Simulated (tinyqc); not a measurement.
Grain-boundary trapping model (Seto) of a polycrystalline semiconductor film: one step, computed by the program tinyqc. Command: `OMP_NUM_THREADS=1 python tinyqc.py 3029645 3029646 out.jsonl poly walk`. One thread of a shared host (Intel(R) Xeon(R) Processor @ 2.30GHz), about 0.01 s of CPU time with the checks.

Grains of equal size L are joined by thin boundaries with one trap level. Trapped carriers deplete a width W on each side and raise a barrier, crossed by thermionic emission. Dopants are fully ionised, statistics are non-degenerate and mu_g does not depend on T.

Question. Activation energy. N_c(T) = N_c (T/300 K)^(3/2). Filled traps Q = Q_t/(1 + (1/2) exp((E_t* - E_F)/k_B T)), where E_t* = e V_B - E_t and E_F are counted from the band edge at the grain centre. Partial depletion: Q = 2 N W, V_B = e N W^2/(2 eps eps_0), E_F = k_B T ln(N/N_c); solve for W. If that W would exceed L/2 the grain is fully depleted: W = L/2, Q = N L, and E_F follows from the trap equation. Centre density n_0 = N_c exp(E_F/k_B T). Boundary: sigma_b = L e^2 n_0 exp(-e V_B/k_B T)/sqrt(2 pi m k_B T); drift through the grain, depleted parts included: rho_g = [(1 - 2W/L) + (2W/L) int_0^1 exp(y^2 s^2) ds]/(e n_0 mu_g); rho = 1/sigma_b + rho_g. Mean carrier density n_av = n_0 [(1 - 2W/L) + (2W/L) (sqrt(pi)/2) erf(y)/y], y = sqrt(e V_B/k_B T); effective mobility 1/(e n_av rho). E_a = d ln(rho)/d(1/k_B T) from T - 5 K and T + 5 K; temperature coefficient d ln(rho)/dT.

Inputs (values chosen for the exercise, modelled on polycrystalline silicon): permittivity eps = 11.7; effective mass m = 0.33 m_0; effective density of states at 300 K, N_c = 2.7e+19 1/cm^3; grain size L = 490 nm; trap density Q_t = 6.9e+11 1/cm^2; trap level E_t below the band edge = 0.38 eV; doping N = 1.4e+16 1/cm^3; mobility inside the grains mu_g = 200 cm^2/(V s); temperature T = 400 K.

Grain interior: resistance included.

Constants: k_B = 8.617333262e-05 eV/K; e = 1.602176634e-19 C; eps_0 = 8.8541878128e-12 F/m; m_0 = 9.1093837015e-31 kg; k_B = 1.380649e-23 J/K.

Give: activation energy E_a; temperature coefficient.

Answer.

activation energy E_a = 0.2765 eV

temperature coefficient = -2.005 %/K
